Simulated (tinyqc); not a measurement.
Inside a calculation. Model: potential-pH (Pourbaix) lines of a metal, its cation, its oxide and an oxyanion, with a complexing ligand. Computed by tinyqc, a small Python program that keeps every step. Command: `OMP_NUM_THREADS=1 python tinyqc.py 3000849 3000850 out.jsonl pourb walk`. One thread of a shared host (Intel(R) Xeon(R) Processor @ 2.30GHz), about 0.01 s of CPU time with the checks. Intermediate numbers are printed to about 7 digits and carried at full precision; extremes and crossings named in words are read from the listed rows.

Potentials are against the standard hydrogen electrode; solids and water have unit activity; dG_f of M, H+ and the electron is zero; F = e N_A and s = R T ln(10)/F. The cation carries z = 2.

Inputs (values chosen for the exercise, modelled on zinc):
```
quantity                                      value      unit
dG_f of the cation                           -146.8    kJ/mol
dG_f of the oxide                           -318.92    kJ/mol
dG_f of the oxyanion                        -369.25    kJ/mol
dG_f of water                               -237.14    kJ/mol
temperature T                                298.15         K
log10 of the dissolved activity a                -6         -
pH                                              2.7         -
potential E                                     0.4         V
log10 of the stability constant beta of ML       14         -
pKa of HL                                       9.9         -
total ligand c_L                              0.018     mol/L
limiting current density i_L                0.00028    A/cm^2
molar volume V_m                               9.16  cm^3/mol
```

Species: M, M2+, MO, MO2(2-).

exchange current densities, metal and cathodic (A/cm^2): 9.2e-06  5.7e-12

Tafel slopes, anodic and cathodic (mV/decade): 70  150

Constants: R = 8.314462618 J/(mol K); e = 1.602176634e-19 C; N_A = 6.02214076e+23 1/mol.

## Standard potentials

M2+ + 2e = M; MO + 2H+ + 2e = M + H2O; MO2(2-) + 4H+ + 2e = M + 2H2O. For each, E0 = -dG/(z F), and E = E0 + (s/z) log10 a - (s n_H/z) pH, with no activity term for the oxide.

s = 0.05915935 V

E0 (V): cation -0.7607374, oxide -0.4237950, oxyanion 0.5442796

The metal is less noble than hydrogen.

## Vertical lines

Two oxidised species coexist where their lines against the metal cross: pH1 (cation/oxide) = [E0(oxide) - E0(cation)]/s - (log10 a)/z; pH2 (oxide/oxyanion) = {[E0(oxyanion) - E0(oxide)]/s + (log10 a)/z}/(4/z - 1).

pH1 = 8.695506

pH2 = 13.36385

width of the oxide field, pH2 - pH1 = 4.668342

The oxide is stable from pH 8.70 to 13.36; each decade less of dissolved metal narrows this field by 1.00 pH units.

## The stable species at (pH, E)

The metal is stable below the lowest of the three lines; above it, the species of the lowest line is stable. Water lines at 1 bar: hydrogen E = -s pH, oxygen E = -dG_f(water)/(2F) - s pH.

lines at this pH (V): cation -0.9382154, oxide -0.5835252, oxyanion 0.0473411

upper limit of immunity = -0.9382154 V

hydrogen line = -0.1597302 V

oxygen line = 1.069161 V

E above the limit of immunity = 1.338215 V

Stable here: the cation (corrosion). Water itself can oxidise the metal at this pH. Caution: other oxidation states, hydroxides and hydrides are left out, and the lines say nothing of rates.

## A complexing ligand

The free ligand is c_L/(1 + 10^(pKa - pH)) (ligand in excess); dissolved metal is a in all, so the free cation is a/alpha, alpha = 1 + beta [L]; the cation line drops by (s/z) log10 alpha.

free ligand = 1.135723e-09 mol/L

log10 alpha = 5.055276

cation line with ligand = -1.087749 V

that line less the oxide line = -0.5042236 V

With the ligand the dissolved state lies below the oxide: the oxide dissolves at this pH.

## Mixed potential with oxygen reduction

Anodic i = i0a 10^((E - E_a)/b_a) with E_a the cation line with ligand; cathodic i = i0c 10^((E_c - E)/b_c) with E_c the oxygen line; supply caps the cathodic current, 1/i_c = 1/i(Tafel) + 1/i_L. E_corr makes the two currents equal. Without the cap it would be [b_c E_a + b_a E_c + b_a b_c log10(i0c/i0a)]/(b_a + b_c). Rate = i V_m/(z F). Films are left out.

E_corr without the cap = -0.6977461 V

corrosion potential E_corr = -0.9839130 V

corrosion current density = 2.799997e-04 A/cm^2

i/i_L = 0.9999990

etch rate = 7.974676 nm/min

The current sits at the supply limit: stirring or more oxidant, not the ligand, sets the rate. Caution: E_corr lies below the hydrogen line, so hydrogen evolution, left out here, adds cathodic current.

## The diagram with and without ligand

The formulas are those given above.

Lines against the metal (V); the species with the lowest line is stable above it:
```
pH      cation      oxide   oxyanion  stable above  cation with ligand  stable above, ligand
0   -0.9382154  -0.423795   0.366802        cation           -1.007940             dissolved
2   -0.9382154  -0.542114   0.130164        cation           -1.067044             dissolved
4   -0.9382154  -0.660432  -0.106473        cation           -1.126202             dissolved
5   -0.9382154  -0.719592  -0.224792        cation           -1.155782             dissolved
6   -0.9382154  -0.778751  -0.343111        cation           -1.185360             dissolved
7   -0.9382154  -0.837910  -0.461429        cation           -1.214925             dissolved
8   -0.9382154  -0.897070  -0.579748        cation           -1.244360             dissolved
9   -0.9382154  -0.956229  -0.698067         oxide           -1.272577             dissolved
10  -0.9382154  -1.015388  -0.816385         oxide           -1.293212             dissolved
12  -0.9382154  -1.133707  -1.053023         oxide           -1.300621             dissolved
14  -0.9382154  -1.252026  -1.289660      oxyanion           -1.300721             dissolved
```

Without ligand the oxide holds 3 of the eleven rows (pH 9 to 12), with it 0. The ligand acts once beta [L] exceeds 1, from pH = pKa - log10(beta c_L) = -2.4 on, that is in all rows; its line then falls by at most s/z per pH unit and flattens beyond pKa, 0.363 V below the free cation at most. The oxide line falls faster, by s per pH unit.

Checks made by the program: the lines cross at pH1 and pH2 (relative difference below 1e-10).
